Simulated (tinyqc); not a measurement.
Sublattice potential against complex hopping: Haldane model. Computed by the program tinyqc. H_AA = delta - 2 t2 sum cos(k.b + phi), H_BB = -delta - 2 t2 sum cos(k.b - phi), H_AB = -t1 (1 + exp(-i k.a1) + exp(-i k.a2)), b = a1, a2 - a1, -a2, m = 3 sqrt3 t2 sin(phi); the sign of the Chern number follows the orientation k1 then k2.

Honeycomb lattice:
```
parameter      value
t1 (eV)     1.270000
t2 (eV)     0.180000
phi (rad)  -2.490000
```

Gaps at the two valleys (eV) and Chern number of the lower band (12 x 12 mesh):
```
delta   gap 2|delta - m|  gap 2|delta + m|  Chern number
-1.021             0.908             3.176             0
-0.737             0.340             2.608             0
-0.340             0.454             1.814             1
0.000              1.134             1.134             1
0.227              1.588             0.680             1
0.425              1.984             0.284             1
0.709              2.552             0.284             0
1.134              3.402             1.134             0
```

What does the comparison show, and why?

Here |m| = 0.5672 eV. For |delta| < |m| the two valleys have masses of opposite sign and the Chern number is +/-1; one gap closes at |delta| = |m|, and beyond it the band is trivial.
